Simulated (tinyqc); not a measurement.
# Small-signal admittance of a forward-biased p+-n diode: effect of the excess hole density at the junction edge

Holes injected into a neutral base of width wb with an ohmic contact at its end; low injection, p0 far above the equilibrium density. A small voltage v exp(i w t), w = 2 pi f, modulates the edge density by p0 v/Vt, and the small-signal density obeys Dp d2p/dx2 = (1/tau + i w) p.

L = sqrt(Dp tau); direct current J = (q Dp p0/L) coth(wb/L); k = sqrt(1 + i w tau)/L; diffusion admittance Y = (q Dp p0/Vt) k coth(k wb) = G + i w C_diff; junction capacitance C_j = sqrt(q eps0 eps_r Nd/(2 Vr)) in the depletion approximation, with the remaining barrier Vr = Vt ln(Na/p0), a rough value under forward bias; base-width modulation is left out. Measured admittance 1/[Rs + 1/(Y + i w C_j)].

Parameters, values chosen for the exercise; permittivity close to that of germanium: temperature T = 300 K; relative permittivity eps_r = 16; donor density of the base Nd = 1.5e16 cm^-3; hole diffusion coefficient Dp = 44 cm^2/s; hole lifetime tau = 6e-8 s; width of the neutral base wb = 6.5 um; acceptor density of the p+ side Na = 8e18 cm^-3; series resistance Rs = 0.0022 ohm cm^2; signal frequency f = 9e6 Hz.

Constants: q = 1.602176634e-19 C, kB = 1.380649e-23 J/K, Vt = kB T/q, eps0 = 8.8541878128e-14 F/cm where lengths are in cm. Results are converted to the units shown.

The same in every row: w tau = 3.393.

Results:
columns A: p0 (cm^-3); B: G (S/cm^2); C: C_diff (uF/cm^2); D: C_j (uF/cm^2); E: measured G (S/cm^2); F: measured C (uF/cm^2); G: phase of the measured Y (degrees)
```
A            B         C        D        E        F      G
2e9   8.886e-4  2.625e-6  0.05457  0.02184  0.05457  89.59
2e11   0.08886  2.625e-4  0.06133   0.1155  0.06157  88.10
2e12    0.8886  0.002625  0.06582   0.9196  0.06817  76.58
2e13     8.886   0.02625  0.07145    8.779  0.09397  31.19
2e14     88.86    0.2625  0.07883    74.81   0.2385  10.22
2e15     888.6     2.625  0.08910    302.7   0.3068  3.281
```

Estimate the missing row, p0 = 2e10 cm^-3.

Computed row:
columns A: p0 (cm^-3); B: G (S/cm^2); C: C_diff (uF/cm^2); D: C_j (uF/cm^2); E: measured G (S/cm^2); F: measured C (uF/cm^2); G: phase of the measured Y (degrees)
```
A            B         C        D        E        F      G
2e10  0.008886  2.625e-5  0.05766  0.03229  0.05768  89.43
```

With this row back in the table: As p0 goes from 2e9 to 2e15, G rises from 8.89e-4 to 889 S/cm^2, C_diff rises from 2.62e-6 to 2.62 uF/cm^2 and the measured C rises from 0.0546 to 0.307 uF/cm^2. C_diff exceeds C_j for p0 = 2e14, 2e15.

Numbers from tinyqc (`OMP_NUM_THREADS=1 python tinyqc.py 2890206 2890207 out.jsonl`; about 0.01 s on one thread of a shared Intel Xeon 2.30GHz).
